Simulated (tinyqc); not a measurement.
Inside a calculation. Model: six-transistor SRAM cell, nodal equations and margins.

Computed by the program tinyqc: `OMP_NUM_THREADS=1 python tinyqc.py 2340067 2340068 out.jsonl`, one thread of a shared Intel Xeon 2.30GHz, about 0.1 s for the whole run. Printed values are rounded.

Two cross-coupled inverters (pull-down bn, pull-up bp) hold the nodes Q and QB; access transistors (ba, threshold VTn, gate on the word line at Vdd when selected) join them to the bit lines. Transistor (EKV form, voltages against the body): I = 2 n b Vt^2 [F(vp - Vs) - F(vp - Vd)] from drain to source, F(v) = ln^2(1 + exp(v/(2 Vt))), vp = (Vg - VT + sg |Vd - Vs|)/n. n-channel bodies are at 0; for the p-channel device all voltages are counted down from Vdd. b in uA/V^2 gives I in uA. For an access transistor the bit line is the drain and the node the source. In a read both bit lines are at Vdd. The cell is symmetric (no mismatch).

Inputs (values chosen for the exercise):
- T = 273 K (temperature)
- Vdd = 1.2 V (supply voltage)
- n = 1.23 (slope factor)
- sg = 0.021 (drain-induced barrier lowering)
- VTn = 0.41 V (n-channel threshold)
- VTp = 0.33 V (p-channel threshold (magnitude))
- bn = 670 uA/V^2 (gain factor of the pull-down transistor)
- ba = 450 uA/V^2 (gain factor of the access transistor)
- bp = 240 uA/V^2 (gain factor of the pull-up transistor)

Constants: q = 1.602176634e-19 C, kB = 1.380649e-23 J/K, Vt = kB T/q. Results are converted to the units shown.

## Iteration 1: node voltages in a read by Newton steps

(Q, QB) at the start (V): Q 0.00000, QB 1.20000

F1 = In(gate QB, drain Q) - Ip(gate QB, drain Q) - Ia(bit line, Q), F2 the same with Q and QB exchanged; J by central differences with +/- 1e-6 V; solve J d = -F, limit each component to +/- 0.15 V and add.

F1, F2 (uA): [-121.564, 0.000]

J (uS):

|  | Q | QB |
|---|---|---|
| F1 | 902.402 | 0.000 |
| F2 | 0.000 | 208.800 |

(Q, QB) after iteration 1 (V): Q 0.13471, QB 1.20000

## Iteration 2: node voltages in a read by Newton steps

As before.

F1, F2 (uA): [-12.4179, 0.0002]

J (uS):

|  | Q | QB |
|---|---|---|
| F1 | 718.036 | 90.263 |
| F2 | 0.005 | 176.469 |

(Q, QB) after iteration 2 (V): Q 0.15201, QB 1.20000

## Course of the iteration: node voltages in a read by Newton steps

Stop when the largest change of (Q, QB) is below 1e-9 V, or after 30 iterations. The rule counts as met only at the stable state with Q low.

Course of the iteration:

| iteration | Q (V) | largest \|change\| of one entry (V) |
|---|---|---|
| 1 | 0.134712 | 0.135 |
| 2 | 0.152006 | 0.0173 |
| 3 | 0.152301 | 2.95e-4 |
| 4 | 0.152301 | 8.58e-8 |
| 5 | 0.152301 | < 1e-13 |

Converged in 5 iterations. At the end the number of correct digits about doubles with each step.

## Read current and disturbance

(Q, QB) (V): Q 0.152301, QB 1.20000

Iread = Ia(bit line at Vdd, source Q); cell ratio bn/ba; time to pull a bit line of 20 fF down by 0.1 V at that current.

Iread = 71.3809 uA
cell ratio = 1.48889
time = 28.0187 ps

The read lifts the low node to 152 mV, against a balance point of 588 mV.

## The largest square in the read butterfly

| point | c (V) |
|---|---|
| 0 | 0.17 |
| 1 | 0.29 |
| 2 | 0.41 |
| 3 | 0.49 |
| 4 | 0.58 |
| 5 | 0.64 |
| 6 | 0.7 |

f(x) is the node voltage of one half-cell in a read for input x (In - Ip - Ia = 0). Static noise margin: side of the largest square between the curve (x, f(x)) and its mirror image (f(y), y); with h(c) the root x of f(x) - x = c, it is the maximum over c > 0 of h(c) - h(-c) + c.

| point | h(c) (V) | h(-c) (V) | side (V) |
|---|---|---|---|
| 0 | 0.574629 | 0.638801 | 0.105828 |
| 1 | 0.572061 | 0.687933 | 0.174127 |
| 2 | 0.567456 | 0.742528 | 0.234927 |
| 3 | 0.556732 | 0.782147 | 0.264586 |
| 4 | 0.531224 | 0.833580 | 0.277644 |
| 5 | 0.505342 | 0.872963 | 0.272379 |
| 6 | 0.471480 | 0.915754 | 0.255725 |

The maximum over c is 277.7 mV, the read margin; with the word line off (no Ia) the same construction gives 478.7 mV.
